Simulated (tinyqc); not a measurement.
# From one set of inputs to another, one input at a time

Model: charge control and current of a heterostructure field-effect transistor. Computed by tinyqc, a small Python program. Command: `OMP_NUM_THREADS=1 python tinyqc.py 3012888 3012889 out.jsonl hemt ladder`. One thread of a shared host (Intel(R) Xeon(R) Processor @ 2.30GHz), about 0.02 s of CPU time with the checks.

Two subbands in a triangular well; E_F is counted from the conduction band edge of the channel at the interface.

The inputs printed are set A. Inputs not listed in the table keep their values of set A, so the rows need not describe a real material.

Inputs (values chosen for the exercise, modelled on AlGaAs/GaAs):
```
quantity                                  value        unit
channel mass m                            0.068         m_0
permittivity eps (barrier and channel)     12.7           -
barrier thickness d                          41          nm
Schottky barrier phi_B                      0.9          eV
conduction band offset dE_c                0.19          eV
delta-doping density N_d                3.1e+12      1/cm^2
gate voltage V_G                          0.072           V
mobility mu                                8100  cm^2/(V s)
saturation velocity v_s                     1.6    1e7 cm/s
gate length L                               100          nm
source resistance R_S                      0.12      ohm mm
temperature T                               300           K
mixing                                      0.3           -
iteration cap                               200           -
spacer between delta layer and channel      3.7          nm
```

Charge source: delta doping. Velocity law: two-piece.

Constants: e = 1.602176634e-19 C; eps_0 = 8.8541878128e-12 F/m; k_B = 8.617333262e-05 eV/K; hbar = 1.054571817e-34 J s; m_0 = 9.1093837015e-31 kg; k_B = 1.380649e-23 J/K.

Method:
- Threshold V_T = phi_B - dE_c - e N_d (d - spacer)/(eps eps_0) (in volts); C_b = eps eps_0/d.
- Charge control: n_s = C_b (V_G - V_T - E_F/e)/e. Well: mean field F = e n_s/(2 eps eps_0), E_i = (hbar^2/2m)^(1/3) [(3 pi e F/2)(i + 3/4)]^(2/3), i = 0, 1; n_s = D k_B T sum_i ln(1 + exp((E_F - E_i)/k_B T)), D = m/(pi hbar^2), which is solved in closed form for E_F.
- Iteration from n_s = C_b (V_G - V_T)/(2e): E_F from n_s, n_out from the charge control, n_new = n_s + mixing (n_out - n_s), kept above n_s/10; stop when |n_out/n_s - 1| < 1e-9.
- C_g = e dn_s/dV_G = 1/(1/C_b + 1/C_q), 1/C_q = d(E_F/e)/d(e n_s) by a central difference of +/- 0.1 % in n_s; added distance dd = eps eps_0/C_q.
- With V = e n_s/C_g and V_c = v_s L/mu: for v = mu F up to v_s, I/W = C_g v_s V_c (sqrt(1 + (V/V_c)^2) - 1) and V_Dsat = V + V_c - sqrt(V^2 + V_c^2); g_m = dI/dV; extrinsic g_m/(1 + g_m R_S); f_T = g_m/(2 pi C_g L).

Each row keeps all changes above it:
```
input moved                                from       to  saturation current I/W (mA/mm)  intrinsic f_T (GHz)  gate capacitance C_g (microfarad/cm^2)
set A                                         -        -                          376.84               254.60                                 0.24079
conduction band offset dE_c (eV)           0.19     0.14                          357.62               254.59                                 0.24024
saturation velocity v_s (1e7 cm/s)          1.6      1.4                          313.73               222.78                                 0.24024
gate length L (nm)                          100     1600                          239.75                13.37                                 0.24024
mobility mu (cm^2/(V s))                   8100     6500                          223.96                13.09                                 0.24024
permittivity eps (barrier and channel)     12.7     12.8                          221.58                13.07                                 0.24192
delta-doping density N_d (1/cm^2)       3.1e+12  3.4e+12                          271.93                13.28                                 0.24356
source resistance R_S (ohm mm)             0.12        0                          271.93                13.28                                 0.24356
```

Where does the difference come from?

Saturation current I/W goes from 377 to 272, a factor 0.722 in all. The largest single move comes from gate length L (a factor 0.764), and delta-doping density N_d works against it (a factor 1.23). Intrinsic f_T goes from 255 to 13.3, a factor 0.0521 in all. The largest single move comes from gate length L (a factor 0.0600). Gate capacitance C_g goes from 0.241 to 0.244, a factor 1.011 in all. The largest single move comes from permittivity eps (barrier and channel) (a factor 1.007), and conduction band offset dE_c works against it (a factor 0.99771). The single moves hold for this order of the switches; the total does not depend on the order.

Caution (all rows): E_F lies above the conduction band minimum of the barrier, so electrons would spill into the barrier.

Extremes, crossings and ranges named in words are read from the listed rows.
